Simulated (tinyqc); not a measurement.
Comparisons within one model: temperature and isotope dependence of a band gap in oscillator models. A value that a table varies takes the place of the one given here.

E(T) = E0 - sum_i sl_i th_i n_i(T), n = 1/(exp(th/T) - 1). The same coupling lowers the gap at 0 K by the zero-point term ZP = sum_i sl_i th_i/2, so the gap of the static lattice is E0 + ZP. Thermal expansion is taken as part of the slopes.

Two-parameter forms are made to pass through the falls at the two temperatures T12: Varshni aV T^2/(T + bV), from the line T^2/fall = (T + bV)/aV; one oscillator s1 t1/(exp(t1/T) - 1), with t1 from the ratio of the falls.

Constants: kB = 8.617333262e-05 eV/K; hbar^2/2m0 = 3.80998211 eV angstrom^2.

Parameters, chosen for this exercise (near those of Ge; shifted at random, so the results belong to these values and not to a real crystal): E0 = 0.746 eV (gap at 0 K); th = (108, 305) K (temperatures of two oscillators); sl = (0.1269, 0.2961) meV/K (their high-temperature slopes); T12 = (130, 290) K (temperatures of the fits); mm = 0.45 m0 (geometric mean of the density-of-states masses); T = 150 K (temperature).

## How far the fits carry

Falls of the gap from E0, and errors of the two fits against the model.

Results:
```
T (K)  fall (meV)  Varshni - model (meV)  one oscillator - model (meV)  fall/ZP
20           0.06                   0.52                         -0.06    0.001
50           1.99                   1.46                         -0.89    0.038
100         11.54                   1.02                         -0.43    0.222
200         44.26                  -1.64                          0.37    0.851
300         82.83                   0.46                         -0.07    1.593
400        123.18                   7.66                         -1.01    2.369
600        205.81                  33.04                         -3.46    3.957
800        289.41                  67.82                         -6.21    5.565
```

Below the first fit point the largest errors are +1.46 meV (Varshni, 50 K, on a fall of 1.99 meV) and -0.89 meV (one oscillator, 50 K); a T^2 law cannot freeze out; a single oscillator misses the soft modes. At 800 K, beyond the second fit point, they are +67.8 and -6.2 meV, so the oscillator extrapolates better here. The thermal fall equals ZP between 200 and 300 K.

## What the shift does to the intrinsic density

ni = 2 (mm kT/(4 pi c))^(3/2) exp(-E/2kT), c = hbar^2/2m0, with E(T) and with E0; 1 angstrom^-3 = 1e24 cm^-3. Apparent gap from an Arrhenius plot of ni/T^(3/2): E(T) - T dE/dT, dE/dT = -sum sl_i (th_i/T)^2 n_i (1 + n_i).

Results:
```
T (K)  E(T) (eV)  ni (cm^-3)  ni with E(T) / ni with E0  apparent gap (eV)
200       0.7017    5.94e+09                      3.611             0.7755
250       0.6828    7.56e+11                      4.335             0.7795
300       0.6632    2.04e+13                      4.962             0.7824
350       0.6431    2.24e+14                      5.503             0.7845
400       0.6228    1.39e+15                      5.971             0.7861
500       0.5817    1.91e+16                      6.730             0.7884
700       0.4985    4.33e+17                      7.782             0.7911
```

Using E0 in place of E(T) understates ni by a factor that rises from 3.61 to 7.78, towards exp(sum sl/2kB) = 11.6. The slope of an Arrhenius plot returns neither E(T) nor E0 but the intercept of the tangent, 0.7824 eV at 300 K, which lies 36 meV above E0 and tends to the static gap 0.7980 eV.

## What each parameter does

Gap at T, slope -sum sl_i (th_i/T)^2 n_i (1 + n_i) and ZP. Each row changes one parameter from the base and keeps the others.

Results:
```
case                        E(T) (eV)  dE/dT (meV/K)  ZP (meV)
base                           0.7194        -0.3337     52.01
T = 190 K                      0.7054        -0.3635     52.01
E0 = 0.756 eV                  0.7294        -0.3337     52.01
th = (108, 366) K              0.7227        -0.3060     61.04
sl = (0.165, 0.2961) meV/K     0.7155        -0.3702     54.07
```

The largest shifts from the base row, up to three for each result and ties (the steps differ in size, so this ranks the rows, not the parameters). E(T) (eV): T -0.0140, E0 +0.0100, sl -0.0039. dE/dT (meV/K): sl -0.0365, T -0.0298, th +0.0278; unchanged at the printed digits by E0. ZP (meV): th +9.03, sl +2.06; unchanged at the printed digits by T and E0.

tinyqc: `OMP_NUM_THREADS=1 python tinyqc.py 1850845 1850846 out.jsonl`; about 0.01 s, one thread, shared Intel(R) Xeon(R) Processor @ 2.30GHz.
